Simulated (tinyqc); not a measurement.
Worked calculation: optical transitions of a finite quantum well. Values are carried at full precision from step to step, so a last printed digit may differ when a step is redone from the rounded ones.

Each carrier sees a square well of width L with its own depth V and masses m (inside), mb (outside); c = hbar^2/2m0, k = sqrt(m E/c), kappa = sqrt(mb (V - E)/c), and level n solves k L + 2 atan[(k/m)/(kappa/mb)] = n pi. The envelope is cos(kz) for odd n and sin(kz) for even n inside, joins exp(-kappa (|z| - L/2)) outside, and is normalised to 1. Excitons and band mixing are left out.

Constants: hbar^2/2m0 = 3.80998211 eV angstrom^2; hc = 1239.841984 eV nm; fine-structure constant alpha = 0.007297352564.

Values chosen for the exercise (near those of an InGaAs well in InAlAs; not measured data):

| symbol | value | unit | meaning |
|---|---|---|---|
| L | 88 | angstrom | well width |
| Eg | 0.808 | eV | gap of the well |
| Vc | 0.52 | eV | conduction offset |
| Vv | 0.211 | eV | valence offset |
| me | 0.042 | m0 | electron, well |
| meb | 0.0739 | m0 | electron, barrier |
| mh | 0.391 | m0 | heavy hole along z, well |
| mhb | 0.41 | m0 | heavy hole, barrier |
| ml | 0.0533 | m0 | light hole along z, well |
| mlb | 0.0889 | m0 | light hole, barrier |
| Ns | 2.2 | x 1e12/cm^2 | electrons in e1 |
| n_r | 3.39 |  | refractive index |
| G | 8 | meV | half width of the line |

## Confinement energies

Up to three levels for each carrier.

Levels:

| level | E (eV) | k (1/angstrom) | kappa (1/angstrom) |
|---|---|---|---|
| e1 | 0.0594 | 0.02559 | 0.09452 |
| e2 | 0.2386 | 0.05129 | 0.07387 |
| e3 | 0.5034 | 0.07449 | 0.01795 |
| hh1 | 0.0092 | 0.03080 | 0.14735 |
| hh2 | 0.0367 | 0.06141 | 0.13694 |
| hh3 | 0.0817 | 0.09157 | 0.11795 |
| lh1 | 0.0386 | 0.02323 | 0.06343 |
| lh2 | 0.1512 | 0.04600 | 0.03735 |

## Interband transitions

From e1 and e2 to each hole level: E = Eg + E_e + E_h, wavelength hc/E, squared overlap of the envelopes, and the strength |<S|p|v>|^2 in units of P^2 at the subband edge: overlap^2 times 1/2 (hh) or 1/6 (lh) for light polarised in the plane (TE), times 0 (hh) or 2/3 (lh) along z (TM).

Transitions:

| pair | E (eV) | wavelength (nm) | overlap^2 | TE | TM |
|---|---|---|---|---|---|
| e1-hh1 | 0.8767 | 1414.3 | 0.9774 | 0.4887 | 0.0000 |
| e1-hh2 | 0.9042 | 1371.2 | 0.0000 | 0.0000 | 0.0000 |
| e1-lh1 | 0.9060 | 1368.5 | 0.9911 | 0.1652 | 0.6607 |
| e1-hh3 | 0.9491 | 1306.3 | 0.0139 | 0.0069 | 0.0000 |
| e1-lh2 | 1.0187 | 1217.1 | 0.0000 | 0.0000 | 0.0000 |
| e2-hh1 | 1.0559 | 1174.2 | 0.0000 | 0.0000 | 0.0000 |
| e2-hh2 | 1.0834 | 1144.4 | 0.9265 | 0.4632 | 0.0000 |
| e2-lh1 | 1.0852 | 1142.5 | 0.0000 | 0.0000 | 0.0000 |
| e2-hh3 | 1.1283 | 1098.8 | 0.0000 | 0.0000 | 0.0000 |
| e2-lh2 | 1.1979 | 1035.0 | 0.9362 | 0.1560 | 0.6241 |

The edge is e1-hh1 at 1414 nm. Pairs of opposite parity vanish exactly; e1-hh3 is allowed by parity and reaches 0.0139, only because the two envelopes leak differently into the barriers.

## Intersubband transitions from e1

z_1j = <1|z|j>; 1/m1 = <1|1/m|1>; f_1j = (m1/c)(E_j - E_1) z_1j^2, which sums to 1 over all bound and continuum states.

Transitions:

| pair | E (meV) | wavelength (micrometre) | \|z\| (angstrom) | f |
|---|---|---|---|---|
| 1-2 | 179.2 | 6.92 | 22.04 | 0.9732 |
| 1-3 | 444.0 | 2.79 | 0.00 | 0.0000 |

m1 = 0.0426 m0
sum of f over bound states = 0.9732

The continuum carries the remaining 0.0268. With hard walls z_12 = 16 L/(9 pi^2) = 15.85 angstrom and f_12 = 256/(27 pi^2) = 0.9607.

## Absorption of one well

For light polarised along z (a real waveguide or Brewster geometry adds an angle factor), with all electrons in e1 and none in e2, the peak fractional absorption is 4 pi alpha Ns c f_12/(n_r m1 G) and the area under the Lorentzian line is pi G times that, c = hbar^2/2m0; 1e12/cm^2 = 1e-4/angstrom^2. EF - E1 = 2 pi c Ns/m1 at zero temperature.

peak absorption = 6.477 %
area = 162.77 % meV
EF - E1 = 123.7 meV

EF lies below e2, as assumed.

## Checks

- Sum of f over all levels of a difference grid (60 cells across the well) against 1: 0.999 against 1.000.
- The strength f_12 on that grid against the matched envelopes: 0.972 against 0.973.

(tinyqc, `OMP_NUM_THREADS=1 python tinyqc.py 1282151 1282152 out.jsonl`, Intel(R) Xeon(R) Processor @ 2.30GHz, 1 thread, shared host, about 0.06 s.)
